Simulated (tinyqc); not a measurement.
Worked calculation: CISD on RHF in the sto-3g basis, for H2, spin multiplicity 1. One step of it, computed by the program tinyqc.

Problem. Iteration 2 (converged): orbitals. Diagonalise F' = X^T F X, C = X C', fill 1 alpha and 1 beta electrons from the bottom; D = 2 C_occ C_occ^T. Each column has its largest component positive (the first on a tie).

converged F (hartree):
```
,1H 1s,2H 1s
1H 1s,-0.420116,-0.637913
2H 1s,-0.637913,-0.420116
```

X:
```
,1H 1s,2H 1s
1H 1s,1.321309,-0.558127
2H 1s,-0.558127,1.321309
```

Give: F' = X^T F X; orbital energies; coefficients C; D after iteration 2.

Solution.

F' = X^T F X (hartree):
```
,1,2
1,0.077,-0.693
2,-0.693,0.077
```

orbital energies (hartree): MO1 -0.616, MO2 0.769

coefficients C:
```
,MO1,MO2
1H 1s,0.540,1.329
2H 1s,0.540,-1.329
```

D after iteration 2:
```
,1H 1s,2H 1s
1H 1s,0.582,0.582
2H 1s,0.582,0.582
```
